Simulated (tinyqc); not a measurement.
Full spectrum, Debye and Einstein heat capacities: Born-von Karman spring model of a cubic crystal with one atom per cell. Computed by tinyqc, a small Python program. Command: `OMP_NUM_THREADS=1 python tinyqc.py 3013955 3013956 out.jsonl springs walk`. One thread of a shared host (Intel(R) Xeon(R) Processor @ 2.30GHz), about 0.2 s of CPU time with the checks.

First neighbours lie at a/2 (1,1,0) (12 of them), second at a (1,0,0) (6), with all permutations and signs; the volume per atom is Omega = a^3/4. Two shells of springs match a real metal only roughly, above all at the zone boundary.

Inputs (values chosen for the exercise, modelled on copper):

| quantity | value | unit |
|---|---|---|
| lattice constant a | 3.61 | angstrom |
| atomic mass M | 63.55 | u |
| radial spring k1L | 1.66 | eV/angstrom^2 |
| transverse spring k1T | -0.078 | eV/angstrom^2 |
| radial spring k2L | 0.023 | eV/angstrom^2 |
| transverse spring k2T | -0.011 | eV/angstrom^2 |

Lattice: fcc.

Constants: 1 eV/angstrom^3 = 160.2176634 GPa; u = 1.6605390666e-27 kg; hbar = 1.054571817e-34 J s; k_B = 1.380649e-23 J/K; nu for 1 eV/(angstrom^2 u) = 15.6333042 THz; h x 1 THz = 4.135667696 meV; k_B = 8.617333262e-05 eV/K.

Method:
- [ij,kl] = (1/(2 Omega)) sum_R K_ij R_k R_l; C11 = [xx,xx], C44 = [xx,yy], C12 = 2 [xy,xy] - C44; B = (C11 + 2 C12)/3; Zener ratio A = 2 C44/(C11 - C12). K(R) = kL n n^T + kT (1 - n n^T).
- rho = M/Omega and v = sqrt(C/rho), with C = C11, C44, C44 along [100]; (C11 + C12 + 2 C44)/2, C44, (C11 - C12)/2 along [110]; (C11 + 2 C12 + 4 C44)/3 and twice (C11 - C12 + C44)/3 along [111].
- Christoffel matrix G_xx = C11 n_x^2 + C44 (1 - n_x^2), G_xy = (C12 + C44) n_x n_y, with eigenvalues rho v^2; v_m^-3 is the mean of v^-3 over three branches and all directions (12 Gauss-Legendre points in cos(theta) times 24 angles phi = (j + 1/2) pi/12); q_D = (6 pi^2/Omega)^(1/3); Theta = hbar v_m q_D/k_B.
- A neighbour at R with unit vector n couples by the matrix K(R) = kL n n^T + kT (1 - n n^T), and D(q) = (1/M) sum_R K(R) [1 - cos(q.R)].
- An eigenvalue lambda of D in eV/(angstrom^2 u) gives nu = 15.6333042 THz x sqrt(lambda).
- Mesh: q = sum_i (m_i + 1/2)/n b_i, m_i = 0..n-1, with b = [[-1, 1, 1], [1, -1, 1], [1, 1, -1]] in 2 pi/a; sums are averages over the n^3 points (here n = 14), per atom.
- With x = h nu/(k_B T) and n = 1/(exp(x) - 1) for each mode: F = k_B T [x/2 + ln(1 - exp(-x))], U = k_B T x (n + 1/2), S/k_B = x n - ln(1 - exp(-x)), C/k_B = x^2 n (n + 1).
- Debye: C = 9 k_B (T/Theta)^3 int_0^(Theta/T) x^4 e^x/(e^x - 1)^2 dx with the elastic Theta. Einstein: three modes at the root-mean-square frequency. The last column is the Theta that makes the Debye formula give the full C at that T.

elastic Debye temperature = 318.613 K

root-mean-square frequency = 4.8108 THz

Heat capacity (k_B/atom):

| T (K) | full spectrum | Debye | Einstein | Theta from C (K) |
|---|---|---|---|---|
| 38 | 0.4851 | 0.3674 | 0.2556 | 285.33 |
| 57 | 1.0816 | 0.9125 | 0.8877 | 288.92 |
| 80 | 1.6683 | 1.5170 | 1.5639 | 292.37 |
| 110 | 2.1486 | 2.0400 | 2.1045 | 294.72 |
| 160 | 2.5423 | 2.4802 | 2.5295 | 296.38 |
| 240 | 2.7819 | 2.7514 | 2.7790 | 297.29 |
| 320 | 2.8741 | 2.8564 | 2.8732 | 297.63 |
| 480 | 2.9430 | 2.9349 | 2.9428 | 297.87 |

The apparent Theta runs from 285 to 298 K against the elastic 319 K; at high T it tends to sqrt(5/3) h nu_rms/k_B = 298 K. At the lowest T the Debye value is 0.76 and the Einstein value 0.53 times the full one; dispersion bends the branches below the sound lines, so the real spectrum has more low modes than Debye assumes. At the highest T Debye misses by 0.27 % and Einstein by 0.0068 %.

Extremes, crossings and ranges named in words are read from the listed rows.
